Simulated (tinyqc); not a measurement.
# Insulator thickness and V0 from two charges

Problem. In an undoped wire Vg - V0 = Q/Cox + Vt ln(Q/Q0) + Vt ln(1 + Q/Q0) at the source, with Q0 = 4 eps0 eps_r Vt/R and Cox = eps0 eox/(R ln(1 + tox/R)). Find Cox, tox and V0.

Values chosen for this exercise; material values close to those of silicon:
- T = 300 K (temperature)
- eps_r = 11.5 (relative permittivity of the semiconductor)
- eox = 21.7 (relative permittivity of the gate insulator)
- R = 20 nm (wire radius)

Constants: q = 1.602176634e-19 C, kB = 1.380649e-23 J/K, Vt = kB T/q, eps0 = 8.8541878128e-14 F/cm where lengths are in cm. Results are converted to the units shown.

Qs at Vg = 0.95 and 1.35 V (nC/cm^2): 469.19754  1336.0719

Solution. The two equations are linear in 1/Cox and V0; tox follows by inverting the logarithm.

Cox = 2.494 uF/cm^2
tox = 9.400 nm
V0 = 0.6460 V

Numbers from tinyqc (`OMP_NUM_THREADS=1 python tinyqc.py 2460094 2460095 out.jsonl`; about 0.02 s on one thread of a shared Intel Xeon 2.30GHz).
